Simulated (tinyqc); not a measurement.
Ratio and sensitivities against delay: time-domain thermoreflectance: layered heat flow under a modulated pulse train, and what the signal ratio measures. Computed by tinyqc, a small Python program. Command: `OMP_NUM_THREADS=1 python tinyqc.py 3112403 3112404 out.jsonl tdtr walk`. One thread of a shared host (Intel(R) Xeon(R) Processor @ 2.30GHz), about 0.2 s of CPU time with the checks.

Pulses repeat at 80 MHz; heat is laid down at the surface, all layers are isotropic, and the film is in perfect contact with the substrate.

Inputs (values chosen for the exercise, modelled on aluminium on beta-Ga2O3):
```
quantity,value,unit
metal thickness d,98,nm
metal conductivity,160,W/(m K)
metal heat capacity,2.42,MJ/(m^3 K)
boundary conductance G under the metal,110,MW/(m^2 K)
film thickness,5.2,nm
film conductivity,5.2,W/(m K)
film heat capacity,1.5,MJ/(m^3 K)
substrate conductivity kappa,16,W/(m K)
substrate heat capacity C,3.28,MJ/(m^3 K)
modulation frequency f,1,MHz
"spot radius w (1/e^2, pump and probe)",3.9,micrometre
```

Stack: metal, film, substrate.

Method:
- For radial wave number k and angular frequency W each layer has u = sqrt(4 pi^2 k^2 + i W C/kappa) and gamma = kappa u. Surface impedance from below: Z = 1/gamma for the substrate; a layer of thickness L maps Z to (Z + tanh(u L)/gamma)/(1 + gamma Z tanh(u L)); a boundary adds 1/G.
- Response per absorbed watt H(W) = 2 pi int_0^(2/w) Z(k, W) exp(-pi^2 k^2 w^2) k dk by 20 Gauss-Legendre points.
- Signal: X + iY = sum_(m = -M..M) H(2 pi (f + m f_r)) exp(i 2 pi m f_r t) exp(-pi (m/M)^2 x 4), f_r = 80 MHz, M = 4000, with H(-W) the complex conjugate of H(W); V_in = X, V_out = Y, ratio = -V_in/V_out.
- Sensitivity S = ln(ratio'/ratio)/ln(1.01) for a rise of one input by 1 %.

Ratio and sensitivities:
```
t (ps),ratio,S to kappa,S to G,S to d,S to C,S to w,S to film conductivity
100,2.9217,0.35819,-0.04610,-0.42884,0.17200,-0.54577,-0.004535
200,2.8407,0.35288,-0.06411,-0.41898,0.16641,-0.54106,-0.006411
400,2.7061,0.34193,-0.09277,-0.36594,0.15495,-0.53247,-0.009497
800,2.4854,0.31952,-0.13322,-0.27630,0.13149,-0.51710,-0.013933
1500,2.1962,0.28227,-0.17332,-0.15690,0.09234,-0.49461,-0.018421
2500,1.9088,0.23666,-0.19445,-0.04161,0.04397,-0.46975,-0.020889
4000,1.6275,0.18525,-0.19008,0.05714,-0.01142,-0.44373,-0.020586
```

What follows from these numbers?

The largest sensitivity in size at 100 ps is to w (-0.55). At 400 ps an error of 3 % in d passes on as 3 % in kappa.

Extremes, crossings and ranges named in words are read from the listed rows.
